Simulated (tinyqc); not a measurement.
Nanowire ballistic transistor, top-of-the-barrier model: effect of the temperature.

At the top of the source barrier, states moving towards the drain are filled by the source (Fermi level 0) and states moving back by the drain (Fermi level -q Vd); nothing scatters. U is the shift of the band edge there, set by the capacitances CG, CD and CS (the total) and by the charge. Parabolic one-dimensional subbands; the source is grounded.

N0 = gv sqrt(2 m kB T/pi)/hbar, CG = 2 pi eps0 eox/ln(1 + 2 tox/d), CS = CG/aG, n0 = n at U = 0 and Vd = 0. eta1 = -(E0 + U)/Vt, eta2 = eta1 - Vd/Vt, n = (N0/2)[F_(-1/2)(eta1) + F_(-1/2)(eta2)], F_(-1/2)(x) = (1/sqrt(pi)) int_0^infinity u^(-1/2)/(1 + exp(u - x)) du. Each F is summed over the two subbands, F(eta) + F(eta - dE/Vt), which share the mass. U = UL + q (n - n0)/CS with UL = -(aG Vg + aD Vd), energies in eV. I = gv (2 q^2/h) Vt [ln(1 + exp eta1) - ln(1 + exp eta2)], summed over both subbands. CQ = (q/Vt) dn/d(eta1). E0 is held fixed.

Inputs (values chosen for the exercise); mass and valleys made up: effective mass m = 0.0977 m0; valley degeneracy gv = 1; relative permittivity of the gate insulator eox = 9; insulator thickness tox = 3.6 nm; wire diameter d = 6 nm; offset of a second subband (0: none) dE = 0.27 eV; gate control CG/CS aG = 0.9; drain control CD/CS aD = 0.098; band edge at the barrier top above the source Fermi level at zero bias E0 = 0.25 eV; gate voltage Vg = 0.7 V; drain voltage Vd = 0.7 V.

Constants: q = 1.602176634e-19 C, kB = 1.380649e-23 J/K, hbar = 1.054571817e-34 J s, h = 6.62607015e-34 J s, m0 = 9.1093837015e-31 kg, Vt = kB T/q, eps0 = 8.8541878128e-14 F/cm where lengths are in cm. Results are converted to the units shown.

Result of one run:

| T (K) | eta1 | n (cm^-1) | I (uA) | mean velocity I/(q n) (cm/s) | CQ/CS |
|---|---|---|---|---|---|
| 420 | 9.675 | 4.337e6 | 33.63 | 4.840e7 | 0.3183 |

What becomes of these results when the temperature T is changed from 420 to 120 K, all else the same?

Result of the changed run:

| T (K) | eta1 | n (cm^-1) | I (uA) | mean velocity I/(q n) (cm/s) | CQ/CS |
|---|---|---|---|---|---|
| 120 | 33.67 | 4.421e6 | 33.04 | 4.665e7 | 0.3107 |

The whole series:

| T (K) | eta1 | n (cm^-1) | I (uA) | mean velocity I/(q n) (cm/s) | CQ/CS |
|---|---|---|---|---|---|
| 50 | 80.77 | 4.429e6 | 33.01 | 4.652e7 | 0.3061 |
| 77 | 52.46 | 4.427e6 | 33.02 | 4.656e7 | 0.3073 |
| 120 | 33.67 | 4.421e6 | 33.04 | 4.665e7 | 0.3107 |
| 180 | 22.47 | 4.407e6 | 33.10 | 4.687e7 | 0.3181 |
| 240 | 16.87 | 4.389e6 | 33.19 | 4.719e7 | 0.3238 |
| 300 | 13.51 | 4.370e6 | 33.31 | 4.757e7 | 0.3254 |
| 360 | 11.28 | 4.352e6 | 33.46 | 4.798e7 | 0.3231 |
| 420 | 9.675 | 4.337e6 | 33.63 | 4.840e7 | 0.3183 |

As T goes from 50 to 420 K, n falls from 4.43e6 to 4.34e6 cm^-1, the mean velocity rises from 4.65e7 to 4.84e7 cm/s and the current rises from 33.0 to 33.6 uA. CQ/CS goes from 0.31 to 0.32. In every row the source Fermi level lies over 0.3 eV above the band edge, where a light band is no longer parabolic.

tinyqc, about 0.07 s, one thread, Intel Xeon 2.30GHz (shared host): `OMP_NUM_THREADS=1 python tinyqc.py 2400133 2400134 out.jsonl`
